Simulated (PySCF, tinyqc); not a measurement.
Inside a calculation. Method: CIS on RHF in the sto-3g basis, for BeH+, spin multiplicity 1. The lowest restricted solution is unstable here: a spin-polarised one lies 0.0259 hartree lower (PySCF). Computed by tinyqc, a small Python program that keeps every step (integrals from PySCF). Settings: charge = 1, multiplicity = 1, basis = sto-3g, method = RHF, energy threshold = 1e-10, iteration cap = 88, orthogonalisation = canonical, start = core, DIIS depth = 6. Command: `OMP_NUM_THREADS=1 python tinyqc.py 25059 25060 out.jsonl` (the two numbers bound the seeds that draw the settings). One thread of a shared host (Intel(R) Xeon(R) Processor @ 2.60GHz), about 0.06 s of CPU time with the checks. The early iterations of the SCF are left out here.

## One-electron integrals

Geometry (angstrom):
```
atom       x       y       z
Be    0.0000  0.0000  0.0000
H     0.0000  0.0000  2.0440
```

Basis sto-3g: exponents (1/bohr^2) and contraction coefficients of normalised primitives:
```
element  l (shell)  exponent  coefficient
Be           s (1)   30.1679       0.1543
Be           s (1)    5.4951       0.5353
Be           s (1)    1.4872       0.4446
Be           s (2)    1.3148      -0.1000
Be           s (2)    0.3055       0.3995
Be           s (2)    0.0994       0.7001
Be           p (3)    1.3148       0.1559
Be           p (3)    0.3055       0.6077
Be           p (3)    0.0994       0.3920
H            s (1)    3.4253       0.1543
H            s (1)    0.6239       0.5353
H            s (1)    0.1689       0.4446
```

Overlap, kinetic and nuclear-attraction integrals over the contracted functions; the nuclear repulsion is the sum of Za Zb / Rab.

nuclear repulsion = 1.035572 hartree

overlap S, lower triangle:
```
         1Be 1s  1Be 2s  1Be 2px  1Be 2py  1Be 2pz   2H 1s
1Be 1s   1.0000
1Be 2s   0.2595  1.0000
1Be 2px  0.0000  0.0000   1.0000
1Be 2py  0.0000  0.0000   0.0000   1.0000
1Be 2pz  0.0000  0.0000   0.0000   0.0000   1.0000
2H 1s    0.0144  0.2205   0.0000   0.0000   0.2985  1.0000
```

kinetic energy T (hartree), lower triangle:
```
          1Be 1s  1Be 2s  1Be 2px  1Be 2py  1Be 2pz   2H 1s
1Be 1s    6.6940
1Be 2s   -0.0330  0.2111
1Be 2px   0.0000  0.0000   0.6606
1Be 2py   0.0000  0.0000   0.0000   0.6606
1Be 2pz   0.0000  0.0000   0.0000   0.0000   0.6606
2H 1s    -0.0052  0.0041   0.0000   0.0000   0.0378  0.7600
```

nuclear attraction V (hartree), lower triangle:
```
           1Be 1s   1Be 2s  1Be 2px  1Be 2py  1Be 2pz    2H 1s
1Be 1s   -14.8200
1Be 2s    -1.9664  -2.5702
1Be 2px    0.0000   0.0000  -2.5341
1Be 2py    0.0000   0.0000   0.0000  -2.5341
1Be 2pz   -0.0077  -0.0805   0.0000   0.0000  -2.5862
2H 1s     -0.1081  -0.4746   0.0000   0.0000  -0.6252  -2.2619
```

core Hamiltonian H = T + V (hartree), lower triangle:
```
          1Be 1s   1Be 2s  1Be 2px  1Be 2py  1Be 2pz    2H 1s
1Be 1s   -8.1260
1Be 2s   -1.9994  -2.3591
1Be 2px   0.0000   0.0000  -1.8735
1Be 2py   0.0000   0.0000   0.0000  -1.8735
1Be 2pz  -0.0077  -0.0805   0.0000   0.0000  -1.9257
2H 1s    -0.1133  -0.4705   0.0000   0.0000  -0.5875  -1.5018
```

## Two-electron integrals

Functions are numbered as in S; the eight-fold symmetry (ij|kl) = (ji|kl) = (kl|ij) leaves the list below.

Two-electron integrals (ij|kl) in chemists' order, unique and non-zero (hartree):
```
(11|11) 2.2988     (21|11) 0.3920     (21|21) 0.0795     (22|11) 0.5710
(22|21) 0.1430     (22|22) 0.4177     (31|31) 0.0146     (32|31) 0.0219
(32|32) 0.0923     (33|11) 0.5696     (33|21) 0.1431     (33|22) 0.4176
(33|33) 0.4499     (41|41) 0.0146     (42|41) 0.0219     (42|42) 0.0923
(43|43) 0.0242     (44|11) 0.5696     (44|21) 0.1431     (44|22) 0.4176
(44|33) 0.4014     (44|44) 0.4499     (51|51) 0.0146     (52|51) 0.0219
(52|52) 0.0923     (53|53) 0.0242     (54|54) 0.0242     (55|11) 0.5696
(55|21) 0.1431     (55|22) 0.4176     (55|33) 0.4014     (55|44) 0.4014
(55|55) 0.4499     (61|11) 0.0214     (61|21) 0.0043     (61|22) 0.0079
(61|33) 0.0079     (61|44) 0.0079     (61|51) 4.17e-04   (61|52) 0.0008
(61|55) 0.0080     (61|61) 2.51e-04   (62|11) 0.0831     (62|21) 0.0213
(62|22) 0.0722     (62|33) 0.0692     (62|44) 0.0692     (62|51) 0.0027
(62|52) 0.0194     (62|55) 0.0782     (62|61) 0.0013     (62|62) 0.0234
(63|31) 0.0015     (63|32) 0.0079     (63|53) 0.0030     (63|63) 0.0015
(64|41) 0.0015     (64|42) 0.0079     (64|54) 0.0030     (64|64) 0.0015
(65|11) 0.1029     (65|21) 0.0266     (65|22) 0.0934     (65|33) 0.0882
(65|44) 0.0882     (65|51) 0.0042     (65|52) 0.0295     (65|55) 0.1037
(65|61) 0.0017     (65|62) 0.0334     (65|65) 0.0483     (66|11) 0.2588
(66|21) 0.0671     (66|22) 0.2542     (66|33) 0.2389     (66|44) 0.2389
(66|51) 0.0077     (66|52) 0.0760     (66|55) 0.2843     (66|61) 0.0041
(66|62) 0.1152     (66|65) 0.1714     (66|66) 0.7746
```

## Orthogonalisation

S = U s U^T; canonical form X = U s^(-1/2), so that X^T S X = 1. Each column of U has its largest component positive (the first on a tie).

eigenvalues of S: 0.5940  0.8058  1.0000  1.0000  1.1819  1.4183

X:
```
               1        2        3       4        5       6
1Be 1s    0.4247   0.7030   0.0000  0.0000   0.5551  0.3033
1Be 2s   -0.7092  -0.5049   0.0000  0.0000   0.4069  0.4601
1Be 2px   0.0000   0.0000   0.9959  0.0909   0.0000  0.0000
1Be 2py   0.0000   0.0000  -0.0909  0.9959   0.0000  0.0000
1Be 2pz  -0.5924   0.5879   0.0000  0.0000  -0.5210  0.3681
2H 1s     0.8057  -0.3826   0.0000  0.0000  -0.3176  0.5157
```

Within a degenerate level the vectors are fixed only up to a rotation; this is one choice.

## Iteration 8 (converged): orbitals

converged F (hartree), lower triangle:
```
          1Be 1s   1Be 2s  1Be 2px  1Be 2py  1Be 2pz    2H 1s
1Be 1s   -4.9698
1Be 2s   -1.3958  -0.8357
1Be 2px   0.0000   0.0000  -0.1133
1Be 2py   0.0000   0.0000   0.0000  -0.1133
1Be 2pz   0.0149  -0.0782   0.0000   0.0000  -0.1902
2H 1s    -0.0781  -0.2994   0.0000   0.0000  -0.2611  -0.3751
```

Diagonalise F' = X^T F X, C = X C', fill 2 alpha and 2 beta electrons from the bottom; D = 2 C_occ C_occ^T. Each column has its largest component positive (the first on a tie).

F' = X^T F X (hartree), lower triangle:
```
         1        2        3        4        5        6
1  -0.3214
2  -0.7731  -1.6962
3   0.0000   0.0000  -0.1133
4   0.0000   0.0000   0.0000  -0.1133
5  -0.7326  -1.7737   0.0000   0.0000  -2.3470
6  -0.4482  -1.0013   0.0000   0.0000  -1.3494  -1.4377
```

orbital energies (hartree): MO1 -4.9725, MO2 -0.6138, MO3 -0.2486, MO4 -0.1133, MO5 -0.1133, MO6 0.0326

coefficients C:
```
             MO1      MO2      MO3     MO4      MO5      MO6
1Be 1s    0.9931  -0.2087  -0.1962  0.0000   0.0000  -0.0804
1Be 2s    0.0257   0.7099   0.7167  0.0000   0.0000   0.3417
1Be 2px   0.0000   0.0000   0.0000  0.7809  -0.6246   0.0000
1Be 2py   0.0000   0.0000   0.0000  0.6246   0.7809   0.0000
1Be 2pz  -0.0020   0.2309  -0.5333  0.0000   0.0000   0.8752
2H 1s    -0.0026   0.5025  -0.4823  0.0000   0.0000  -0.8229
```

D after iteration 8, lower triangle:
```
          1Be 1s  1Be 2s  1Be 2px  1Be 2py  1Be 2pz   2H 1s
1Be 1s    2.0594
1Be 2s   -0.2452  1.0092
1Be 2px   0.0000  0.0000   0.0000
1Be 2py   0.0000  0.0000   0.0000   0.0000
1Be 2pz  -0.1004  0.3277   0.0000   0.0000   0.1066
2H 1s    -0.2148  0.7133   0.0000   0.0000   0.2320  0.5051
```

Within a degenerate level the vectors are fixed only up to a rotation; this is one choice.

## Convergence

Stop when the energy changes by less than 1e-10 hartree and every element of the error matrix X^T (F D S - S D F) X is below 3e-06.

Course of the cycle:
```
iteration  E (hartree)     change  largest element of the error matrix
1           -14.327520          -                             2.72e-01
2           -14.568691  -2.41e-01                             4.12e-02
3           -14.572744  -4.05e-03                             1.11e-02
4           -14.573396  -6.52e-04                             3.26e-03
5           -14.573446  -4.99e-05                             2.31e-04
6           -14.573446  -2.31e-07                             2.39e-05
7           -14.573446  -3.32e-09                             1.78e-07
8           -14.573446  -8.53e-14                             4.77e-08
```

PySCF RHF in the same basis = -14.573446 hartree

Converged in 8 iterations.

## Integrals over molecular orbitals

(pq|rs) = sum C_ip C_jq C_kr C_ls (ij|kl), one index at a time.

one-electron integrals over orbitals h = C^T H C (hartree), lower triangle:
```
         1        2        3        4        5        6
1  -8.1167
2   0.1821  -1.9060
3   0.1874  -0.1235  -1.7977
4   0.0000   0.0000   0.0000  -1.8735
5   0.0000   0.0000   0.0000   0.0000  -1.8735
6   0.0486  -0.2422   0.1337   0.0000   0.0000  -1.6613
```

Two-electron integrals over orbitals (pq|rs), unique and non-zero (hartree):
```
(11|11) 2.2759    (21|11) -0.1795   (21|21) 0.0232    (22|11) 0.4457
(22|21) -0.0026   (22|22) 0.4240    (31|11) -0.1691   (31|21) 0.0189
(31|22) -0.0121   (31|31) 0.0245    (32|11) 0.1009    (32|21) -0.0058
(32|22) -0.0593   (32|31) 0.0010    (32|32) 0.0839    (33|11) 0.4929
(33|21) -0.0095   (33|22) 0.3359    (33|31) 0.0010    (33|32) 0.0202
(33|33) 0.3999    (41|41) 0.0156    (42|41) 0.0148    (42|42) 0.0483
(43|41) 0.0135    (43|42) 0.0369    (43|43) 0.0454    (44|11) 0.5692
(44|21) -0.0063   (44|22) 0.3428    (44|31) -0.0060   (44|32) 0.0549
(44|33) 0.3649    (44|44) 0.4499    (51|51) 0.0156    (52|51) 0.0148
(52|52) 0.0483    (53|51) 0.0135    (53|52) 0.0369    (53|53) 0.0454
(54|54) 0.0242    (55|11) 0.5692    (55|21) -0.0063   (55|22) 0.3428
(55|31) -0.0060   (55|32) 0.0549    (55|33) 0.3649    (55|44) 0.4014
(55|55) 0.4499    (61|11) -0.0656   (61|21) 0.0115    (61|22) 0.0082
(61|31) 0.0006    (61|32) -0.0081   (61|33) -0.0127   (61|44) -0.0017
(61|55) -0.0017   (61|61) 0.0143    (62|11) 0.1288    (62|21) -0.0007
(62|22) -0.0039   (62|31) -0.0086   (62|32) 0.0596    (62|33) -0.0113
(62|44) 0.0693    (62|55) 0.0693    (62|61) 0.0072    (62|62) 0.1090
(63|11) -0.0926   (63|21) 0.0035    (63|22) 0.0558    (63|31) -0.0047
(63|32) -0.0821   (63|33) -0.0346   (63|44) -0.0482   (63|55) -0.0482
(63|61) 0.0089    (63|62) -0.0621   (63|63) 0.0993    (64|41) 0.0056
(64|42) 0.0218    (64|43) 0.0038    (64|64) 0.0208    (65|51) 0.0056
(65|52) 0.0218    (65|53) 0.0038    (65|65) 0.0208    (66|11) 0.4791
(66|21) -0.0028   (66|22) 0.4295    (66|31) -0.0105   (66|32) -0.0601
(66|33) 0.3663    (66|44) 0.3488    (66|55) 0.3488    (66|61) 0.0066
(66|62) -0.0206   (66|63) 0.0519    (66|66) 0.4597
```

## CIS matrix, singlets

A(ia,jb) = (e_a - e_i) d_ij d_ab + 2 (ia|jb) - (ij|ab).

CIS matrix A, singlet (hartree), lower triangle:
```
         1>3     1>4     1>5      1>6     2>3     2>4     2>5     2>6
1>3   4.2799
1>4   0.0000  4.3211
1>5   0.0000  0.0000  4.3211
1>6   0.0937  0.0000  0.0000   4.5546
2>3   0.0115  0.0000  0.0000  -0.0197  0.1971
2>4   0.0000  0.0358  0.0000   0.0000  0.0000  0.2543
2>5   0.0000  0.0000  0.0358   0.0000  0.0000  0.0000  0.2543
2>6  -0.0208  0.0000  0.0000   0.0172  0.0633  0.0000  0.0000  0.4348
```

## CIS singlet states

dipole integrals <i|r|a> (bohr):
```
           x       y        z
1>3   0.0000  0.0000  -0.0836
1>4   0.1144  0.0915   0.0000
1>5  -0.0915  0.1144   0.0000
1>6   0.0000  0.0000   0.1190
2>3   0.0000  0.0000  -1.5192
2>4   0.7397  0.5917   0.0000
2>5  -0.5917  0.7397   0.0000
2>6   0.0000  0.0000  -0.7566
```

Diagonalise A (1 hartree = 27.211386 eV); each vector has its largest component positive (the first on a tie). The transition dipole is mu = sqrt2 sum c_ia <i|r|a>.

singlet excitation energies (eV): 4.9274  6.9104  6.9104  12.2580  115.6822  117.5916  117.5916  124.7275

lowest vectors:
```
     state 1  state 2  state 3  state 4  state 5  state 6
1>3  -0.0041   0.0000   0.0000   0.0046   0.9556   0.0000
1>4   0.0000  -0.0081  -0.0035   0.0000   0.0000   0.9862
1>5   0.0000   0.0035  -0.0081   0.0000   0.0000   0.1655
1>6   0.0054   0.0000   0.0000  -0.0030  -0.2946   0.0000
2>3   0.9700   0.0000   0.0000   0.2429   0.0040   0.0000
2>4   0.0000   0.9188   0.3947   0.0000   0.0000   0.0087
2>5   0.0000  -0.3947   0.9188   0.0000   0.0000   0.0015
2>6  -0.2429   0.0000   0.0000   0.9700  -0.0065   0.0000
```

oscillator strengths 2/3 w |mu|^2: 0.4011  0.3030  0.3030  0.7316  0.0765  0.1381

Within a degenerate level the vectors are fixed only up to a rotation; this is one choice.

## CIS matrix, triplets

A(ia,jb) = (e_a - e_i) d_ij d_ab - (ij|ab).

CIS matrix A, triplet (hartree), lower triangle:
```
         1>3     1>4     1>5      1>6      2>3     2>4     2>5     2>6
1>3   4.2310
1>4   0.0000  4.2899
1>5   0.0000  0.0000  4.2899
1>6   0.0926  0.0000  0.0000   4.5260
2>3   0.0095  0.0000  0.0000  -0.0035   0.0293
2>4   0.0000  0.0063  0.0000   0.0000   0.0000  0.1576
2>5   0.0000  0.0000  0.0063   0.0000   0.0000  0.0000  0.1576
2>6  -0.0035  0.0000  0.0000   0.0028  -0.0558  0.0000  0.0000  0.2168
```

## CIS triplet states

Diagonalise A (1 hartree = 27.211386 eV); each vector has its largest component positive (the first on a tie).

triplet excitation energies (eV): 0.3784  4.2894  4.2894  6.3186  114.4074  116.7356  116.7356  123.8842

lowest vectors:
```
     state 1  state 2  state 3  state 4  state 5  state 6
1>3  -0.0020   0.0000   0.0000   0.0015   0.9610   0.0000
1>4   0.0000   0.0010  -0.0011   0.0000   0.0000   0.8085
1>5   0.0000  -0.0011  -0.0010   0.0000   0.0000  -0.5885
1>6   0.0006   0.0000   0.0000  -0.0009  -0.2766   0.0000
2>3   0.9642   0.0000   0.0000  -0.2653   0.0024   0.0000
2>4   0.0000  -0.6886   0.7251   0.0000   0.0000   0.0012
2>5   0.0000   0.7251   0.6886   0.0000   0.0000  -0.0009
2>6   0.2653   0.0000   0.0000   0.9642  -0.0011   0.0000
```

Within a degenerate level the vectors are fixed only up to a rotation; this is one choice.
